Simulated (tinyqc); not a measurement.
Worked calculation: Hubbard ring of 5 sites. Computed by tinyqc, a small Python program that keeps every step. Settings: hopping = 1.78, U = 4.2, mixing = 0.2, iteration cap = 50. Command: `OMP_NUM_THREADS=1 python tinyqc.py 30285 30286 out.jsonl` (the two numbers bound the seeds that draw the settings). One thread of a shared host (Intel(R) Xeon(R) Processor @ 2.60GHz), about 0.2 s of CPU time with the checks. Later iterations appear only in the table of the cycle.

## Mean-field iteration 1

one-body matrix (hopping and site energies) (eV), lower triangle:
```
         1        2        3        4       5
1   0.7500
2  -1.7800  -0.8700
3   0.0000  -1.7800   0.5600
4   0.0000   0.0000  -1.7800  -0.6500
5  -1.7800   0.0000   0.0000  -1.7800  0.2100
```

U = 4.2000 eV

electrons, up and down: 3  2

mixing = 0.2000

n(up) at the start (a guess, not normalised): 1 0.6500, 2 0.5500, 3 0.6500, 4 0.5500, 5 0.6500

n(down) at the start (a guess): 1 0.3500, 2 0.4500, 3 0.3500, 4 0.4500, 5 0.3500

H(up) = T + U n(down), H(down) = T + U n(up); fill the lowest levels; n(new) = n + mixing (n(out) - n); E = tr T (rho up + rho down) + U sum n_up n_down of the output.

levels, up (eV): -1.9578  0.1994  0.8324  4.4635  4.6525

levels, down (eV): -1.1292  0.7829  2.0144  5.3786  5.7633

energy = -5.7512 eV

n(up) after iteration 1: 1 0.6233, 2 0.5782, 3 0.6248, 4 0.5716, 5 0.6421

n(down) after iteration 1: 1 0.3146, 2 0.5070, 3 0.3160, 4 0.4909, 5 0.3315

## Mean-field iteration 2

As before.

levels, up (eV): -1.9287  0.3330  0.7397  4.4804  4.6076

levels, down (eV): -1.1104  0.8613  1.9463  5.3574  5.7135

energy = -5.8541 eV

n(up) after iteration 2: 1 0.6061, 2 0.5947, 3 0.6105, 4 0.5840, 5 0.6367

n(down) after iteration 2: 1 0.2884, 2 0.5498, 3 0.2898, 4 0.5216, 5 0.3185

## Mean-field iteration 3

As before.

levels, up (eV): -1.9131  0.4227  0.6752  4.4960  4.5847

levels, down (eV): -1.1023  0.9052  1.9033  5.3472  5.6811

energy = -5.9108 eV

n(up) after iteration 3: 1 0.5956, 2 0.6030, 3 0.6037, 4 0.5901, 5 0.6332

n(down) after iteration 3: 1 0.2690, 2 0.5821, 3 0.2693, 4 0.5449, 5 0.3091

## Convergence

Each step fills the lowest levels of T + U n(other spin) and sets n(new) = n + mixing (n(out) - n); stop when output and input agree to 1e-8.

Course of the cycle:
```
iteration     E (eV)  largest |n(out) - n(in)|  mean |n_up - n_down|
1          -5.751214                  2.85e-01                0.2177
2          -5.854131                  2.14e-01                0.2283
3          -5.910847                  1.61e-01                0.2394
4          -5.942611                  1.24e-01                0.2497
5          -5.961152                  9.67e-02                0.2590
6          -5.972657                  7.69e-02                0.2675
7          -5.980313                  6.24e-02                0.2752
8          -5.985759                  5.16e-02                0.2821
9          -5.989849                  4.34e-02                0.2885
10         -5.993043                  3.70e-02                0.2943
11         -5.995605                  3.20e-02                0.2996
...              ...                       ...                   ...
40         -6.008436                  2.89e-03                0.3537
41         -6.008456                  2.71e-03                0.3541
42         -6.008474                  2.54e-03                0.3545
43         -6.008489                  2.39e-03                0.3549
44         -6.008503                  2.24e-03                0.3553
45         -6.008515                  2.11e-03                0.3556
46         -6.008525                  1.99e-03                0.3559
47         -6.008534                  1.88e-03                0.3562
48         -6.008542                  1.78e-03                0.3565
49         -6.008549                  1.68e-03                0.3567
50         -6.008555                  1.59e-03                0.3570
```

Not converged within 50 iterations: the residual falls steadily but slowly, by a factor of about 0.94 a step. The lowest mean-field energy found from random starts is -6.00861 eV. Reruns (cap 100 unless said): mixing 0.5: not converged; mixing 0.9: converged in 59 (E = -6.00861); the original settings with a cap of 400: converged in 289 (E = -6.00861).

## Exact diagonalisation (100 states)

Lowest levels of the sector, and the double occupancy of the lowest state.

lowest levels (eV): -6.6582  -6.3033  -4.4377  -3.8828  -3.7933  -2.8417

double occupancy per site = 0.1634

## The lowest level by Lanczos steps

From a random start vector (not printed): a_j = <q_j|H|q_j>, b_j = norm of the remainder after orthogonalising; the Ritz value is the lowest eigenvalue of the tridiagonal matrix of a and b so far.

Lanczos:
```
j   a_j (eV)  b_j (eV)  lowest Ritz value (eV)
1     1.7371    6.0590                1.737082
2     3.7703    6.5412               -3.390032
3     4.2547    5.8984               -5.588296
4     6.1410    5.4184               -6.305177
5     5.4389    5.8608               -6.506680
6     5.1225    5.9124               -6.591608
7     7.6499    5.9279               -6.625977
8     5.4709    5.4821               -6.639454
9     6.3805    6.1104               -6.644284
10    5.7602    6.7361               -6.646486
```
